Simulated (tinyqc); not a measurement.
Thermal and gravitational stress in a wafer during furnace and rapid thermal processing, and the onset of slip: one step, computed by the program tinyqc.

A thin free disc in plane stress, isotropic; T(r) = T_centre + dT (r/R)^n with n = 2. Stress is positive in tension; sigma_SB = 5.670374419e-8 W/(m^2 K^4), g = 9.80665 m/s^2.

Task: Slip criterion. With x = r/R: s_rr = alpha E dT (1 - x^n)/(n + 2), s_tt = alpha E dT [1 - (n + 1) x^n]/(n + 2). Critical resolved stress tau_c = A exp(U/(k_B T)), a form chosen for the exercise; slip when 0.492799 |s_tt(R)| > tau_c; allowed |dT| = tau_c (n + 2)/(0.492799 n alpha E).

Inputs (values chosen for the exercise, modelled on silicon):

| quantity | value | unit |
|---|---|---|
| Young's modulus E | 158 | GPa |
| expansion alpha | 4.48 | 1e-6/K |
| edge less centre temperature dT | -23 | K |
| temperature T | 1475 | K |
| prefactor A of the critical stress | 0.00031 | MPa |
| energy U of the critical stress | 1.06 | eV |

Temperature profile: parabolic.

hoop stress at the edge = 8.14016 MPa

Constants: k_B = 8.617333262e-05 eV/K.

Give: critical stress tau_c; resolved over critical stress; allowed |dT|.

Result:

critical stress tau_c = 1.2977 MPa

resolved over critical stress = 3.0913

allowed |dT| = 7.4403 K

Slip is expected.
